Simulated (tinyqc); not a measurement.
# Floating body of a partially depleted SOI transistor: body voltage and kink: effects of single changes

Source at 0 V. Channel current Ic = 2 nf K Vt^2 [F(0) - F(Vd)](1 + la Vd), F(V) = ln^2(1 + exp((Vg - VT - nf V)/(2 nf Vt))), VT = VT0 - gb Vb. Saturation voltage Vs = 2 Vt sqrt(F(0)) + 3 Vt, excess Ve = (Vd - Vs + sqrt((Vd - Vs)^2 + 0.0004 V^2))/2, multiplication M1 = Ai Ve exp(-Bl/Ve). Each junction passes D(v) = J1 (exp(v/Vt) - 1) + J2 (exp(v/(2 Vt)) - 1). Bipolar current Ib = bb J1 (exp(Vb/Vt) - 1). The body settles where M1 (Ic + Ib) = D(Vb) + D(Vb - Vd) + Vb/Rb; drain current Id = (1 + M1)(Ic + Ib) - D(Vb - Vd).

Parameters, values chosen for the exercise; values of the order met in partially depleted silicon-on-insulator transistors: temperature T = 330 K; threshold at zero body voltage VT0 = 0.36 V; fall of the threshold per volt of body voltage gb = 0.15; slope factor nf = 1.44; gain factor per width K = 460 uA/(V^2 um); channel-length modulation factor la = 0.03 1/V; impact-ionisation prefactor Ai = 1.53 1/V; impact-ionisation voltage Bl = 4.8 V; diffusion saturation current of each junction J1 = 9.2e-11 uA/um; recombination saturation current of each junction J2 = 2.6e-8 uA/um; gain of the lateral bipolar transistor on the diffusion current bb = 0; resistance of a weak body tie to the source (1e9 stands for no tie, and the term is then dropped) Rb = 1e9 kohm um; gate voltage Vg = 0.5 V; drain voltage Vd = 1.2 V.

Constants: q = 1.602176634e-19 C, kB = 1.380649e-23 J/K, Vt = kB T/q. Results are converted to the units shown.

Each table varies one quantity; the others keep the values above.

## Output curve and kink

Rows with more than one solution for Vb (latch) are left out; dId/dVd by a forward difference over 1e-4 V, swing = 1e-4 V over the change of log10 Id; M1 under 1e-12 is printed as 0.

Output curve and kink:

| Vd (V) | Vb (V) | M1 | Id, floating (uA/um) | Id, grounded (uA/um) | ratio | dId/dVd, floating (uS/um) | dId/dVd, grounded (uS/um) |
|---|---|---|---|---|---|---|---|
| 0.84 | 0.4855 | 3.220e-4 | 7.834 | 3.867 | 2.026 | 4.592 | 0.1434 |
| 1 | 0.5412 | 0.002052 | 8.458 | 3.895 | 2.171 | 3.363 | 0.2220 |
| 1.16 | 0.5791 | 0.007316 | 8.949 | 3.941 | 2.271 | 2.870 | 0.3641 |
| 1.32 | 0.6068 | 0.01854 | 9.400 | 4.015 | 2.341 | 2.825 | 0.5631 |
| 1.48 | 0.6280 | 0.03784 | 9.869 | 4.124 | 2.393 | 3.078 | 0.8040 |
| 1.64 | 0.6448 | 0.06671 | 10.40 | 4.273 | 2.433 | 3.528 | 1.071 |
| 1.8 | 0.6586 | 0.1060 | 11.00 | 4.467 | 2.464 | 4.103 | 1.351 |

Vb rises from 0.485 to 0.659 V and the ratio of the currents rises from 2.03 to 2.46. The output conductance with a floating body exceeds the grounded value by the largest factor among the rows, 32.0, at Vd = 0.84 V, where Vb = 0.485 V and M1 = 3.22e-4.

## Transfer curve and swing

Same model as above.

Transfer curve and swing:

| Vg (V) | Vb (V) | M1 | Id, floating (uA/um) | Id, grounded (uA/um) | ratio | swing, floating (mV/decade) | swing, grounded (mV/decade) |
|---|---|---|---|---|---|---|---|
| -0.09 | 0.1976 | 0.02297 | 3.933e-5 | 1.912e-5 | 2.057 | 77.81 | 94.61 |
| 0.01 | 0.3237 | 0.02285 | 7.034e-4 | 2.174e-4 | 3.236 | 82.57 | 94.96 |
| 0.11 | 0.4138 | 0.02242 | 0.01047 | 0.002418 | 4.327 | 88.36 | 96.50 |
| 0.21 | 0.4856 | 0.02102 | 0.1228 | 0.02504 | 4.903 | 101.1 | 101.5 |
| 0.31 | 0.5390 | 0.01785 | 0.9132 | 0.2131 | 4.285 | 134.7 | 116.4 |
| 0.41 | 0.5715 | 0.01338 | 3.774 | 1.231 | 3.066 | 199.5 | 152.4 |
| 0.51 | 0.5879 | 0.009078 | 9.822 | 4.407 | 2.229 | 291.4 | 217.5 |
| 0.61 | 0.5939 | 0.005692 | 19.28 | 10.75 | 1.794 | 398.9 | 307.5 |
| 0.71 | 0.5929 | 0.003300 | 32.04 | 20.51 | 1.562 | 513.4 | 412.0 |

What does the table show?

Vb goes from 0.198 through a maximum of 0.594 (at Vg = 0.61 V among the rows listed) to 0.593 V. The smallest swing among the rows is 77.8 mV a decade with a floating body (at Vg = -0.09 V) and 94.6 with a grounded one; Vt ln 10 = 65.5. The floating swing is smaller by more than 3 % for Vg = -0.09, 0.01, 0.11 V, where the rising Vb lowers the threshold as Vg rises. In the first row the floating body raises the current by a factor of 2.06.

Range of the model: The multiplication law is an empirical form chosen for the exercise; self-heating and capacitive coupling to the body are left out, and the linear laws are rough once Vb passes about 0.7 V or M1 about 0.1.

tinyqc, about 0.2 s, one thread, Intel Xeon 2.30GHz (shared host): `OMP_NUM_THREADS=1 python tinyqc.py 2182022 2182023 out.jsonl`
